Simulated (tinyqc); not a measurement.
Chemical vapour deposition: Grove model, boundary layer, depletion and step coverage: one step, computed by the program tinyqc.

A precursor diffuses to the surface and reacts there at first order; each molecule that reacts adds one formula unit of film.

Question. Step coverage in a trench. In a long trench of width w and depth l = aspect ratio x w: Knudsen diffusivity D_K = (2w) c/3 (hydraulic diameter 2w), combined as 1/D_e = 1/D_K + 1/D; D_e d2C/dz2 = 2 k_s C/w with D_e dC/dz = -k_s C at the floor. With m = sqrt(2 k_s/(w D_e)): C(floor)/C(top) = 1/[cosh(m l) + (k_s/(D_e m)) sinh(m l)].

Inputs (values chosen for the exercise, close to those used for tungsten from its fluoride): temperature T = 460 C; trench width w = 0.41 um; aspect ratio of the trench = 5.3.

Reactor: horizontal, atmospheric.

mean speed c = 22823.14 cm/s

gas diffusivity D = 1.294533 cm^2/s

surface rate constant k_s = 0.2067457 cm/s

Give: Knudsen diffusivity D_K; effective diffusivity D_e; modulus m l; step coverage.

Answer.

Knudsen diffusivity D_K = 0.6238 cm^2/s

effective diffusivity D_e = 0.4210 cm^2/s

modulus m l = 0.03363

step coverage = 0.9993

Gas collisions matter in the trench as well as wall collisions. Coverage is nearly conformal. Caution: the hydraulic-diameter form of D_K is rough for a slit.
